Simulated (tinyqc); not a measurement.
Inside a calculation. Method: bound state in one dimension: Numerov shooting, finite differences, DVR. Computed by tinyqc, a small Python program that keeps every step. Settings: points = 96. Command: `OMP_NUM_THREADS=1 python tinyqc.py 21375 21376 out.jsonl` (the two numbers bound the seeds that draw the settings). One thread of a shared host (Intel(R) Xeon(R) Processor @ 2.60GHz), about 0.01 s of CPU time with the checks.

## Numerov steps at E = 0.1

One particle of mass 1 in V = 5.28 (x^2 - 1.63^2)^2 / 1.63^4 (atomic units), psi = 0 at both ends:
```
parameter                 value
left end              -3.400000
right end              3.400000
intervals                    96
h                      0.070833
state sought (nodes)          1
```

k_i = 2 m (E - V_i); (1 + h^2 k_(i+1)/12) y_(i+1) = 2 (1 - 5 h^2 k_i/12) y_i - (1 + h^2 k_(i-1)/12) y_(i-1), from y_0 = 0, y_1 = 0.001.

Points along the way:
```
i           x          V            k          y
0   -3.400000  59.287892  -118.375784   0.000000
1   -3.329167  53.109581  -106.019161   0.001000
2   -3.258333  47.390551   -94.581102   0.002544
3   -3.187500  42.109789   -84.019577   0.005325
4   -3.116667  37.246733   -74.293465   0.010401
5   -3.045833  32.781273   -65.362546   0.019425
32  -1.133333   1.408900    -2.617799  16.804255
33  -1.062500   1.746331    -3.292663  18.309644
34  -0.991667   2.094756    -3.989513  20.119057
35  -0.920833   2.447622    -4.695243  22.333119
36  -0.850000   2.798827    -5.397654  25.075765
37  -0.779167   3.142724    -6.085447  28.500689
```

## Bisection on the node count

With more sign changes than the state has nodes (the last point included) the energy is too high, else too low; the bracket starts as 0.1 to 12.

Trials:
```
trial           E  sign changes  y at the right end   next
1      6.05000000             4            3.27e+02  lower
2      3.07500000             2            3.10e+04  lower
3      1.58750000             0            5.03e+04  raise
4      2.33125000             2            2.46e+04  lower
5      1.95937500             2            1.43e+03  lower
6      1.77343750             0            4.92e+03  raise
7      1.86640625             0            8.68e+01  raise
8      1.91289062             2            1.85e+02  lower
9      1.88964844             1           -3.02e+01  raise
10     1.90126953             2            3.86e+01  lower
11     1.89545898             1           -5.80e+00  raise
12     1.89836426             2            1.39e+01  lower
13     1.89691162             2            3.46e+00  lower
14     1.89618530             1           -1.33e+00  raise
...           ...           ...                 ...    ...
29     1.89639177             1           -1.21e-05  raise
30     1.89639179             2            5.98e-05  lower
31     1.89639178             2            2.38e-05  lower
```

eigenvalue = 1.89639178 hartree

## The same grid by other methods

Three-point finite differences and the sine-DVR kinetic matrix of Colbert and Miller on the same points.

Lowest levels (hartree):
```
state  finite differences       DVR
0                1.873174  1.875273
1                1.894302  1.896397
2                4.793486  4.798168
3                5.381905  5.391367
```
